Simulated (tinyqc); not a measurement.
Inside a calculation. Method: coupled-perturbed Hartree-Fock on RHF in the 6-31g basis, for H3-, spin multiplicity 1. The basis has no diffuse functions, so it cannot describe the extra electron: this is an exercise in the method, not the real anion. One step of it, computed by the program tinyqc.

Task: Iteration 7 (converged): orbitals. Diagonalise F' = X^T F X, C = X C', fill 2 alpha and 2 beta electrons from the bottom; D = 2 C_occ C_occ^T. Each column has its largest component positive (the first on a tie).

converged F (hartree):
```
           1H 1s      1H 2s      2H 1s      2H 2s      3H 1s      3H 2s
1H 1s   0.431051  -0.224191  -0.236629  -0.230546  -0.236561  -0.230503
1H 2s  -0.224191  -0.085490  -0.218489  -0.135037  -0.218441  -0.135015
2H 1s  -0.236629  -0.218489   0.450212  -0.216462   0.003939  -0.068790
2H 2s  -0.230546  -0.135037  -0.216462  -0.033156  -0.068782  -0.089439
3H 1s  -0.236561  -0.218441   0.003939  -0.068782   0.450275  -0.216424
3H 2s  -0.230503  -0.135015  -0.068790  -0.089439  -0.216424  -0.033119
```

X:
```
               1          2          3          4          5         6
1H 1s  -0.801327   0.000011   0.796955   0.788230  -0.000047  0.229779
1H 2s   2.291681  -0.000060  -0.523487   0.217588  -0.000008  0.319873
2H 1s   0.320694   0.854292   0.726547  -0.476337  -0.453043  0.173447
2H 2s  -1.300981  -1.056064  -0.527521  -0.168561  -0.366472  0.253749
3H 1s   0.320613  -0.854377   0.726523  -0.476208   0.453126  0.173419
3H 2s  -1.300714   1.056201  -0.527450  -0.168469   0.366553  0.253723
```

Give: F' = X^T F X; orbital energies; coefficients C; D after iteration 7.

Result:

F' = X^T F X (hartree):
```
        1       2       3       4       5       6
1   1.056   0.000  -0.071  -0.458   0.000   0.010
2   0.000   1.310   0.000   0.000  -0.351   0.000
3  -0.071   0.000   1.309  -0.084   0.000  -0.005
4  -0.458   0.000  -0.084   0.883   0.000  -0.012
5   0.000  -0.351   0.000   0.000   0.100   0.000
6   0.010   0.000  -0.005  -0.012   0.000  -0.241
```

orbital energies (hartree): MO1 -0.242, MO2 0.006, MO3 0.488, MO4 1.324, MO5 1.404, MO6 1.436

coefficients C:
```
         MO1     MO2     MO3     MO4     MO5     MO6
1H 1s  0.243   0.000   0.199   0.765   0.000  -1.126
1H 2s  0.309   0.000   1.545  -0.719   0.001   1.636
2H 1s  0.170  -0.216  -0.065   0.747  -0.942   0.545
2H 2s  0.256  -0.628  -1.023  -0.406   0.924  -0.888
3H 1s  0.170   0.216  -0.065   0.746   0.943   0.544
3H 2s  0.256   0.628  -1.023  -0.405  -0.926  -0.887
```

D after iteration 7:
```
       1H 1s  1H 2s   2H 1s   2H 2s   3H 1s   3H 2s
1H 1s  0.118  0.151   0.083   0.125   0.083   0.125
1H 2s  0.151  0.192   0.105   0.159   0.105   0.159
2H 1s  0.083  0.105   0.151   0.358  -0.035  -0.184
2H 2s  0.125  0.159   0.358   0.921  -0.184  -0.658
3H 1s  0.083  0.105  -0.035  -0.184   0.151   0.358
3H 2s  0.125  0.159  -0.184  -0.658   0.358   0.921
```
